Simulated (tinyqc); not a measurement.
## Hexagonal on-chip spiral inductor, lumped pi model: quality factor against frequency

Outer diameter do = di + 2 n wd + 2 (n - 1) sp, mean da = (do + di)/2, fill p = (do - di)/(do + di), length l = 3.464 n da. L = 2.33 mu0 n^2 da/(1 + 3.82 p), mu0 = 4 pi 1e-7 H/m. Rs = rho l/(wd delta (1 - exp(-th/delta))), delta = sqrt(rho/(pi f mu0)). Cs = n wd^2 eps0 eo/hu across the coil. At each end Cox = l wd eps0 eo/(2 ho) leads to the substrate branch Rsi = 2 rs he/(l wd) in parallel with Csi = l wd eps0 11.7/(2 he). With one end grounded Y = 1/(Rs + i w L) + i w Cs + 1/[1/(i w Cox) + 1/(1/Rsi + i w Csi)], w = 2 pi f; Q = -Im Y/Re Y. Eddy currents in neighbouring turns and in the substrate are left out.

Apparent inductance Im(1/Y)/w; share of the loss Re(substrate branch)/Re Y.

Parameters, values chosen for the exercise; values of the order met in silicon radio-frequency processes: number of turns n = 6.5; line width wd = 6 um; space between turns sp = 3 um; inner diameter di = 60 um; metal thickness th = 4 um; metal resistivity rho = 1.9 uohm cm; oxide below the coil ho = 5.2 um; oxide between coil and underpass hu = 0.7 um; relative permittivity of the oxide eo = 3; substrate resistivity rs = 10 ohm cm; effective spreading depth in the substrate he = 80 um.

Constants: eps0 = 8.8541878128e-12 F/m. Results are converted to the units shown.

Result of one run:
```
f (GHz),Rs (ohm),w L/Rs,Q,apparent inductance (nH),loss in the substrate (%)
0.46,3.588,4.059,4.047,5.048,0.08341
```

What becomes of these results when the frequency f is changed from 0.46 to 5.3 GHz, all else the same?

Result of the changed run:
```
f (GHz),Rs (ohm),w L/Rs,Q,apparent inductance (nH),loss in the substrate (%)
5.3,8.774,19.12,6.611,5.747,59.78
```

The whole series:
```
f (GHz),Rs (ohm),w L/Rs,Q,apparent inductance (nH),loss in the substrate (%)
0.28,3.209,2.762,2.760,5.042,0.01385
0.46,3.588,4.059,4.047,5.048,0.08341
0.74,4.079,5.743,5.687,5.063,0.4598
1.2,4.758,7.985,7.691,5.099,2.422
2,5.745,11.02,9.463,5.188,11.34
3.3,7.077,14.76,9.100,5.374,33.77
5.3,8.774,19.12,6.611,5.747,59.78
8.7,11.12,24.76,3.591,6.785,78.99
14,14.06,31.52,0.9540,8.563,89.22
```

Q goes from 2.76 through a maximum of 9.46 (at f = 2 GHz among the rows listed) to 0.954; the exact peak is 9.66 at 2.42 GHz and Q reaches zero at the self-resonance, 16.7 GHz. The share of the substrate rises from 0.0138 to 89.2 %, and the apparent inductance ends at 1.70 times L. At the peak the substrate takes 18.3 % of the loss. For f = 14 the coil is longer than 0.15 of a wavelength in the oxide, where one lumped section is rough.

tinyqc, about 0.01 s, one thread, Intel Xeon 2.30GHz (shared host): `OMP_NUM_THREADS=1 python tinyqc.py 2302001 2302002 out.jsonl`
